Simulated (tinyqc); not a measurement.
# Projection against the Weibull slope

Defects are spread at random, so -ln(1 - F) is proportional to the area: t63(A2) = t63 (A1/A2)^(1/beta), and the time to the share Fp is t63(A2) (-ln(1 - Fp))^(1/beta).

Values chosen for this exercise:
- A1 = 3.3 um^2 (area of a test capacitor)
- A2 = 2.3e6 um^2 (gate area of the product)
- Fp = 1e-5 (allowed share of failed products)
- t63 = 56 s (characteristic time of a test capacitor)

Projection against the Weibull slope:
```
beta,t63 of the product (s),time to Fp (s),decades lost to area,decades lost to the percentile
0.6,1.022e-8,4.744e-17,9.739,8.333
1.15,4.647e-4,2.086e-8,5.081,4.348
1.7,0.02046,2.343e-5,3.437,2.941
2.25,0.1416,8.491e-4,2.597,2.222
2.8,0.4585,0.007510,2.087,1.786
3.35,1.009,0.03246,1.744,1.493
3.9,1.778,0.09287,1.498,1.282
4.45,2.723,0.2049,1.313,1.124
5,3.798,0.3798,1.169,1.000
```

Both losses go as 1/beta: together 18.1 decades at beta = 0.6 and 2.17 at 5. For small Fp only the ratio Fp/A2 counts, so ten times the area costs as much as a tenth of Fp.

tinyqc, about 0.01 s, one thread, Intel Xeon 2.30GHz (shared host): `OMP_NUM_THREADS=1 python tinyqc.py 2070056 2070057 out.jsonl`
